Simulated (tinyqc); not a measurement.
Inside a calculation: cylindrical quantum wire. Values are carried at full precision from step to step, so a last printed digit may differ when a step is redone from the rounded ones.

With hard walls E = c (x/R)^2/mw, x a zero of J_m: (1,0) 2.404826; (2,0) 5.520078; (1,1) 3.831706; (2,1) 7.015587; (1,2) 5.135622; (2,2) 8.417244; (1,3) 6.380162; (2,3) 9.761023.

Constants: hbar^2/2m0 = 3.80998211 eV angstrom^2.

Inputs chosen for the exercise (near those of a non-polar GaN wire in AlN; shifted at random, so the results belong to these values and not to a real crystal): R = 14 angstrom (radius); mw = 0.195 m0 (mass inside); V0 = 2.011 eV (barrier height); mb = 0.312 m0 (mass outside); E = 0.3303 eV (trial energy).

## Hard-wall levels

The six lowest of these, with their orbital degeneracy; c = hbar^2/2m0.

Hard walls:

| state | degeneracy | x | E (eV) |
|---|---|---|---|
| (1,0) | 1 | 2.4048 | 0.5765 |
| (1,1) | 2 | 3.8317 | 1.4636 |
| (1,2) | 2 | 5.1356 | 2.6292 |
| (2,0) | 1 | 5.5201 | 3.0375 |
| (1,3) | 2 | 6.3802 | 4.0578 |
| (2,1) | 2 | 7.0156 | 4.9064 |

The ballistic conductance steps are 2, 4, 4, 2 e^2/h as EF passes the first four edges (spin included, one valley). The real barrier, V0 = 2.011 eV, lies below 4 values at the end of the list.

## The matching condition at a trial energy

A cylinder of radius R, isotropic masses, c = hbar^2/2m0, k = sqrt(mw E/c), kappa = sqrt(mb (V0 - E)/c). State (n, m) is J_m(k r) inside and K_m(kappa r) outside; psi and psi'/m are continuous: (k/mw) J_m'(kR)/J_m(kR) = (kappa/mb) K_m'(kappa R)/K_m(kappa R).

Both sides for the lowest state, with J_0' = -J_1 and K_0' = -K_1.

k R = 1.8203
kappa R = 5.1938
left side = -1.1820 1/angstrom
right side = -1.2989 1/angstrom

The left side falls with E and the right side rises; here the left is the larger, so the level lies above the trial energy.

## Bound levels

All roots below V0 for angular numbers 0 to 3, two each at most; the last column is the ratio to the hard-wall level.

Finite barrier:

| state | degeneracy | E (eV) | k R | E/E(hard) |
|---|---|---|---|---|
| (1,0) | 1 | 0.3442 | 1.8583 | 0.597 |
| (1,1) | 2 | 0.8705 | 2.9551 | 0.595 |
| (1,2) | 2 | 1.5304 | 3.9182 | 0.582 |
| (2,0) | 1 | 1.7581 | 4.1996 | 0.579 |

4 levels of these are bound; the lowest reaches 60 % of its hard-wall value.

## Checks

- Lowest level by radial finite differences against the matching condition, eV: both 0.3442.

Computed by tinyqc, a small Python program: `OMP_NUM_THREADS=1 python tinyqc.py 1250276 1250277 out.jsonl` (the numbers bound the seed that draws the inputs); one thread of a shared host (Intel(R) Xeon(R) Processor @ 2.30GHz), about 0.02 s for the whole set of steps.
